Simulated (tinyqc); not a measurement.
# Double-gate transistor below threshold, two-dimensional Poisson equation on a small mesh: what changes with what

Half of a symmetric double-gate structure: row 0 is the mid-plane of the body, where the normal field vanishes. Mobile charge is neglected (subthreshold), the body is fully depleted, and potentials are counted from the intrinsic level; rows run upward to the gate, columns from source to drain.

Inputs (values chosen for the exercise); semiconductor permittivity close to that of In0.53Ga0.47As:
- T = 300 K (temperature)
- eps_r = 13.8 (relative permittivity of the semiconductor)
- eox = 3.9 (relative permittivity of the insulator)
- tb = 5 nm (half the body thickness)
- tox = 1.3 nm (insulator thickness)
- L = 25 nm (channel length)
- Na = 0 cm^-3 (acceptor density of the depleted body)
- Vbi = 0.5 V (potential of the source)
- Vfb = 0.12 V (gate offset)
- Vg = 0.1 V (gate voltage)
- Vd = 0.5 V (drain voltage)

Constants: q = 1.602176634e-19 C, kB = 1.380649e-23 J/K, Vt = kB T/q, eps0 = 8.8541878128e-14 F/cm where lengths are in cm. Results are converted to the units shown.

Each table varies one quantity; the others keep the values above.

## Effect of the insulator thickness

Mesh: rows i = 0..12 in the semiconductor (step hs = tb/12, row 12 on the interface), then 8 step(s) ho = tox/8 up to the gate row 20; columns j = 0..80 (step hy = L/80). Box integration, divided by eps0: up_i = eps hy/h of the interval above row i, dn_i = that of the interval below (0 for row 0), lat_i = (sum of eps h/2 over the intervals above and below)/hy, s_i = -q Na w_i hy/eps0 with w_i the semiconductor height of the box (hs/2 for row 0 and the interface row, hs between, 0 in the insulator). Each free node obeys (up + dn + 2 lat) psi = up psi(above) + dn psi(below) + lat [psi(left) + psi(right)] + s. Fixed values: gate row Vg - Vfb; column 0 at Vbi and the last column at Vbi + Vd in the semiconductor, each running linearly to Vg - Vfb across the insulator. The system is solved directly. On row 0 the minimum of psi and its place come from a parabola through the three lowest nodes; barrier = Vbi - minimum, swing = Vt ln 10/(d psi/dVg), DIBL = (d psi/dVd)/(d psi/dVg) there. Lambda = pi/k with k the smallest positive root of tan(k tox) tan(k tb) = eox/eps_r.

Effect of the insulator thickness:

| tox (nm) | L/Lambda | barrier (V) | place y/L | swing (mV/decade) | DIBL (mV/V) |
|---|---|---|---|---|---|
| 0.52 | 1.853 | 0.4247 | 0.4416 | 69.10 | 53.95 |
| 0.72 | 1.701 | 0.4019 | 0.4361 | 71.89 | 69.38 |
| 0.99 | 1.542 | 0.3724 | 0.4290 | 75.85 | 91.06 |
| 1.4 | 1.364 | 0.3312 | 0.4187 | 82.23 | 125.1 |
| 1.9 | 1.210 | 0.2869 | 0.4066 | 90.50 | 167.5 |
| 2.6 | 1.059 | 0.2349 | 0.3899 | 102.9 | 227.4 |

As tox goes from 0.52 to 2.6 nm, the barrier falls from 0.425 to 0.235 V, the swing rises from 69.1 to 103 mV a decade and DIBL rises from 54.0 to 227 mV/V; the ideal swing is 59.5. L/Lambda goes from 1.9 to 1.1.

## Effect of half the body thickness

Same model as above.

Effect of half the body thickness:

| tb (nm) | L/Lambda | barrier (V) | place y/L | swing (mV/decade) | DIBL (mV/V) |
|---|---|---|---|---|---|
| 2 | 2.392 | 0.4837 | 0.4551 | 62.84 | 18.76 |
| 2.6 | 2.071 | 0.4591 | 0.4480 | 65.30 | 32.65 |
| 3.5 | 1.745 | 0.4169 | 0.4380 | 70.03 | 59.11 |
| 4.6 | 1.478 | 0.3612 | 0.4257 | 77.47 | 99.76 |
| 6.1 | 1.233 | 0.2855 | 0.4079 | 90.78 | 169.1 |
| 8 | 1.026 | 0.1980 | 0.3813 | 114.3 | 279.7 |

As tb goes from 2 to 8 nm, the barrier falls from 0.484 to 0.198 V, the swing rises from 62.8 to 114 mV a decade and DIBL rises from 18.8 to 280 mV/V; the ideal swing is 59.5. L/Lambda goes from 2.4 to 1.0. At tb = 2 nm the body is under 5 nm thick, where quantum confinement matters.

## Effect of the relative permittivity of the insulator

Same model as above.

Results:

| eox | L/Lambda | barrier (V) | place y/L | swing (mV/decade) | DIBL (mV/V) |
|---|---|---|---|---|---|
| 3.9 | 1.402 | 0.3408 | 0.4212 | 80.64 | 116.7 |
| 8.8 | 1.796 | 0.4155 | 0.4396 | 70.20 | 60.04 |
| 13 | 1.961 | 0.4368 | 0.4448 | 67.72 | 46.21 |
| 20 | 2.113 | 0.4526 | 0.4489 | 65.99 | 36.51 |
| 30 | 2.224 | 0.4624 | 0.4515 | 64.96 | 30.77 |

Estimate the missing row, eox = 5.9.

Computed row:

| eox | L/Lambda | barrier (V) | place y/L | swing (mV/decade) | DIBL (mV/V) |
|---|---|---|---|---|---|
| 5.9 | 1.607 | 0.3845 | 0.4321 | 74.16 | 81.86 |

With this row back in the table: As eox goes from 3.9 to 30, the barrier rises from 0.341 to 0.462 V, the swing falls from 80.6 to 65.0 mV a decade and DIBL falls from 117 to 30.8 mV/V; the ideal swing is 59.5. L/Lambda goes from 1.4 to 2.2.

Program tinyqc, `OMP_NUM_THREADS=1 python tinyqc.py 2480116 2480117 out.jsonl`; Intel Xeon 2.30GHz, shared host, one thread, about 0.1 s.
